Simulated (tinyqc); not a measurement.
Plane-wave Kohn-Sham cycle with exchange-only LDA in a layered model solid, step by step. Computed by tinyqc, a small Python program that keeps every step. Settings: points = 16, plane-wave index or count = 3, electrons = 2, k points = 2, area = 30.0, mixing = 0.8, iteration cap = 61. Command: `OMP_NUM_THREADS=1 python tinyqc.py 21754 21755 out.jsonl` (the two numbers bound the seeds that draw the settings). One thread of a shared host (Intel(R) Xeon(R) Processor @ 2.60GHz), about 0.01 s of CPU time with the checks. Later iterations appear only in the table of the cycle.

## Iteration 1: potential

A solid whose potential varies along x alone (atomic units):
```
parameter                      value
period a                   12.700000
cross-section of the cell  30.000000
electrons per cell                 2
grid points                       16
plane waves -n..n, n               3
k points                           2
V1 in V1 cos(2 pi x/a)     -0.520000
```

density at the start, on the grid x_j = j a/N (e/bohr^3): [0.00524934, 0.00524934, 0.00524934, 0.00524934, 0.00524934, 0.00524934, 0.00524934, 0.00524934, 0.00524934, 0.00524934, 0.00524934, 0.00524934, 0.00524934, 0.00524934, 0.00524934, 0.00524934]

V_H(G) = 4 pi rho(G)/G^2 for G != 0 (uniform background); v_x = -(3 rho/pi)^(1/3); V = V_ext + V_H + v_x; Fourier components f(G_m) = (1/N) sum_j f(x_j) exp(-i G_m x_j).

Potentials on the grid (hartree):
```
x              V_ext       V_H        v_x          V
0.000000   -0.520000  0.000000  -0.171143  -0.691143
0.793750   -0.480417  0.000000  -0.171143  -0.651560
1.587500   -0.367696  0.000000  -0.171143  -0.538838
2.381250   -0.198995  0.000000  -0.171143  -0.370138
3.175000           0  0.000000  -0.171143  -0.171143
3.968750    0.198995  0.000000  -0.171143   0.027853
4.762500    0.367696  0.000000  -0.171143   0.196553
5.556250    0.480417  0.000000  -0.171143   0.309274
6.350000    0.520000  0.000000  -0.171143   0.348857
7.143750    0.480417  0.000000  -0.171143   0.309274
7.937500    0.367696  0.000000  -0.171143   0.196553
8.731250    0.198995  0.000000  -0.171143   0.027853
9.525000           0  0.000000  -0.171143  -0.171143
10.318750  -0.198995  0.000000  -0.171143  -0.370138
11.112500  -0.367696  0.000000  -0.171143  -0.538838
11.906250  -0.480417  0.000000  -0.171143  -0.651560
```

V(G_m), m = 0, 1, 2, ... (hartree): [-0.171143, -0.260000, 0.000000, 0.000000, 0.000000, 0.000000, 0.000000]

## Iteration 1: Hamiltonian at one k

k = 0.250000 2 pi / a

H(m,m') = (k + G_m)^2/2 delta + V(G_m - G_m'), with V(-G) = V(G).

H (hartree), order -3, -2, -1, +0, +1, +2, +3:
```
[[0.754381, -0.260000, 0.000000, 0.000000, 0.000000, 0.000000, 0.000000],
 [-0.260000, 0.203656, -0.260000, 0.000000, 0.000000, 0.000000, 0.000000],
 [0.000000, -0.260000, -0.102302, -0.260000, 0.000000, 0.000000, 0.000000],
 [0.000000, 0.000000, -0.260000, -0.163494, -0.260000, 0.000000, 0.000000],
 [0.000000, 0.000000, 0.000000, -0.260000, 0.020081, -0.260000, 0.000000],
 [0.000000, 0.000000, 0.000000, 0.000000, -0.260000, 0.448423, -0.260000],
 [0.000000, 0.000000, 0.000000, 0.000000, 0.000000, -0.260000, 1.121531]]
```

## Iteration 1: levels at that k

Diagonalise the Hermitian matrix.

eigenvalues (hartree): [-0.520717, -0.197478, 0.085048, 0.312296, 0.517370, 0.868933, 1.216823]

## Iteration 1: new density

Motion across x is left out: the lowest 1 band(s) hold two electrons at each of the k points (j + 1/2)/nk - 1/2. Residual R = rho(out) - rho(in); rho(new) = rho(in) + 0.8 R. rho(out) = 2/(a A nk) sum |psi|^2 with psi = sum c exp(i G x). Harris energy E = band energy - dV sum rho (V_H/2 + v_x) + (3/4) dV sum rho v_x with rho(in), dV = a A/N, band energy = (2/nk) sum of the filled levels.

rho(out) (e/bohr^3): [0.02146463, 0.01748430, 0.00942082, 0.00335403, 0.00081630, 0.00015534, 0.00002784, 0.00000371, 0.00000022, 0.00000371, 0.00002784, 0.00015534, 0.00081630, 0.00335403, 0.00942082, 0.01748430]

density after iteration 1 (e/bohr^3): [0.01822157, 0.01503731, 0.00858652, 0.00373309, 0.00170291, 0.00117414, 0.00107214, 0.00105284, 0.00105004, 0.00105284, 0.00107214, 0.00117414, 0.00170291, 0.00373309, 0.00858652, 0.01503731]

energy per cell = -0.95586267 hartree

## Iteration 2: potential

As before.

Potentials on the grid (hartree):
```
x              V_ext        V_H        v_x          V
0.000000   -0.520000   0.418053  -0.259131  -0.361078
0.793750   -0.480417   0.368930  -0.243060  -0.354547
1.587500   -0.367696   0.244528  -0.201649  -0.324816
2.381250   -0.198995   0.092492  -0.152761  -0.259264
3.175000           0  -0.049489  -0.117595  -0.167084
3.968750    0.198995  -0.164361  -0.103888  -0.069254
4.762500    0.367696  -0.247224  -0.100788   0.019684
5.556250    0.480417  -0.297061  -0.100179   0.083177
6.350000    0.520000  -0.313683  -0.100091   0.106226
7.143750    0.480417  -0.297061  -0.100179   0.083177
7.937500    0.367696  -0.247224  -0.100788   0.019684
8.731250    0.198995  -0.164361  -0.103888  -0.069254
9.525000           0  -0.049489  -0.117595  -0.167084
10.318750  -0.198995   0.092492  -0.152761  -0.259264
11.112500  -0.367696   0.244528  -0.201649  -0.324816
11.906250  -0.480417   0.368930  -0.243060  -0.354547
```

V(G_m), m = 0, 1, 2, ... (hartree): [-0.149941, -0.119296, 0.010008, 0.002248, 0.001328, 0.000239, -0.000094]

## Iteration 2: Hamiltonian at one k

k = 0.250000 2 pi / a

As before.

H (hartree), order -3, -2, -1, +0, +1, +2, +3:
```
[[0.775583, -0.119296, 0.010008, 0.002248, 0.001328, 0.000239, -0.000094],
 [-0.119296, 0.224858, -0.119296, 0.010008, 0.002248, 0.001328, 0.000239],
 [0.010008, -0.119296, -0.081101, -0.119296, 0.010008, 0.002248, 0.001328],
 [0.002248, 0.010008, -0.119296, -0.142292, -0.119296, 0.010008, 0.002248],
 [0.001328, 0.002248, 0.010008, -0.119296, 0.041283, -0.119296, 0.010008],
 [0.000239, 0.001328, 0.002248, 0.010008, -0.119296, 0.469624, -0.119296],
 [-0.000094, 0.000239, 0.001328, 0.002248, 0.010008, -0.119296, 1.142733]]
```

## Iteration 2: levels at that k

As before.

eigenvalues (hartree): [-0.269635, -0.080905, 0.084148, 0.248788, 0.482528, 0.801686, 1.164078]

## Iteration 2: new density

As before.

rho(out) (e/bohr^3): [0.01645371, 0.01458776, 0.01015250, 0.00553255, 0.00236559, 0.00080927, 0.00023522, 0.00006779, 0.00003441, 0.00006779, 0.00023522, 0.00080927, 0.00236559, 0.00553255, 0.01015250, 0.01458776]

density after iteration 2 (e/bohr^3): [0.01680728, 0.01467767, 0.00983930, 0.00517265, 0.00223305, 0.00088225, 0.00040261, 0.00026480, 0.00023754, 0.00026480, 0.00040261, 0.00088225, 0.00223305, 0.00517265, 0.00983930, 0.01467767]

energy per cell = -0.68997254 hartree

## Convergence

Stop when sqrt(dV sum R^2) is below 1e-8, dV = a A/N.

Course of the cycle:
```
iteration  E (hartree)  norm of the residual
1          -0.95586267              1.41e-01
2          -0.68997254              2.21e-02
3          -0.69026134              6.82e-03
4          -0.69037228              1.16e-03
5          -0.69038216              2.63e-04
6          -0.69038277              5.79e-05
7          -0.69038281              1.32e-05
8          -0.69038281              3.02e-06
9          -0.69038281              6.92e-07
10         -0.69038281              1.59e-07
11         -0.69038281              3.64e-08
12         -0.69038281              8.36e-09
```

Converged in 12 iterations. Before convergence this energy mixes input and output and is not variational, so it may rise towards its limit.
